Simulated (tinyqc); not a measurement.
Lattice vibrations of a chain, step by step. One step of it, computed by the program tinyqc.

Problem. Dynamical matrix at q = 0.07. q is in units of 2 pi/a. A spring k from atom i to atom j, n cells on, adds k to Phi_ii and Phi_jj, -k exp(2 pi i q n) to Phi_ij and the conjugate to Phi_ji (for one atom a cell: 2k (1 - cos 2 pi q n)); D_ij = Phi_ij / sqrt(m_i m_j).

A chain moving along its axis:

| atom | mass (u) | spring to the next atom (eV/angstrom^2) |
|---|---|---|
| 1 | 93.700000 | 5.900000 |
| 2 | 43.600000 | 6.200000 |
| 3 | 28.700000 | 7.400000 |
| 4 | 76.000000 | 29.300000 |
| second neighbours | - | 2.300000 |

Give: D(q).

Solution.

D(q) (eV/(angstrom^2 u)):
```
                 1                2                3                4
1           0.4248          -0.0923  -0.0845+0.0189i  -0.3142+0.1478i
2          -0.0923           0.3830          -0.1753  -0.0761+0.0170i
3  -0.0845-0.0189i          -0.1753           0.6341          -0.1584
4  -0.3142-0.1478i  -0.0761-0.0170i          -0.1584           0.5434
```
